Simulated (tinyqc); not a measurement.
# Band bending at a free surface with a continuum of surface states, surface photovoltage and Kelvin probe, step by step

tinyqc, about 0.01 s, one thread, Intel Xeon 2.30GHz (shared host): `OMP_NUM_THREADS=1 python tinyqc.py 2430062 2430063 out.jsonl` Printed values are rounded.

n-type bulk, xi = Ec - EF = Vt ln(Nc/Nd), p0 = ni^2/Nd, ni = sqrt(Nc Nv) exp(-Eg/(2 Vt)), Eg in volts. b is the upward band bending, u = b/Vt. Space charge per area, in units of q: Qc = sign(b) sqrt((2 eps0 eps_r Vt/q) [(Nd + dn)(exp(-u) - 1) + Nd u + (p0 + dn)(exp(u) - 1)]), with dn the excess density under light (flat quasi-Fermi levels; 0 in the dark). The states hold -Ds (E0 - xi - b): negative while the Fermi level lies above the neutrality level. Neutrality: Qc + Qf + (charge of the states) = 0.

Inputs (values chosen for the exercise); band and dielectric values close to those of gallium nitride:
- T = 300 K (temperature)
- Eg = 3.41 eV (band gap)
- eps_r = 9.41 (relative permittivity)
- Nc = 2.34e18 cm^-3 (conduction-band density of states at T)
- Nv = 4.69e19 cm^-3 (valence-band density of states at T)
- chi = 4.15 eV (electron affinity)
- Nd = 1.4e16 cm^-3 (donor density)
- Qf = 0 cm^-2 (fixed positive charge at the surface)
- pt = 4.86 eV (work function of the probe tip)
- Ds = 7.3e11 cm^-2 eV^-1 (density of surface states)
- E0 = 1.02 eV (depth of their neutrality level below the conduction edge)
- dn = 2e14 cm^-3 (excess carrier density under light)

Constants: q = 1.602176634e-19 C, kB = 1.380649e-23 J/K, Vt = kB T/q, eps0 = 8.8541878128e-14 F/cm where lengths are in cm. Results are converted to the units shown.

## Bulk quantities

xi, ni, p0, the Debye length sqrt(eps0 eps_r Vt/(q Nd)) and the flat-band work function chi + xi.

xi = 0.132332 eV
ni = 2.38482e-10 cm^-3
p0 = 4.06239e-36 cm^-3
Debye length = 30.9882 nm
chi + xi = 4.28233 eV

## Iteration 1: band bending in the dark

b at the start = 0.71 V

Newton step: b(new) = b - (Qc + Qf - Ds (E0 - xi - b))/(dQc/db + Ds), dQc/db = (eps0 eps_r/q) [Nd (1 - exp(-u)) + p0 exp(u)]/Qc.

b after iteration 1 = 0.516463 V

## Iteration 2: band bending in the dark

As before.

b after iteration 2 = 0.520156 V

## Course of the iteration

Stop when b changes by less than 1e-10 V, or after 40 iterations.

Course of the iteration:
```
iteration     b (V)  change (V)
1          0.516463       0.194
2          0.520156     3.69e-3
3          0.520158     1.88e-6
4          0.520158    4.87e-13
```

Converged in 4 iterations.

## Work function and Kelvin-probe reading

converged b = 0.520158 V

Work function chi + xi + b; contact potential difference CPD = (work function of the sample) - pt. Depth of EF below Ec at the surface: xi + b. Depletion width Qc/Nd.

xi + b = 0.652491 eV
Qc = 2.68282e11 cm^-2
Qc/Nd = 191.630 nm
work function = 4.80249 eV
CPD = -57.5092 mV

The Fermi level lies 368 meV above the neutrality level.

## Surface photovoltage

Under chopped light the surface charge keeps its dark value, so b falls to bL with Qc(bL, dn) = Qc(b, 0); the photovoltage is b - bL. Qc rises with b, so bL follows by bisection.

bL = 0.176752 V
photovoltage = 343.406 mV
share of b removed = 66.0195 %
excess holes at the surface, dn exp(bL/Vt) = 1.86354e17 cm^-3
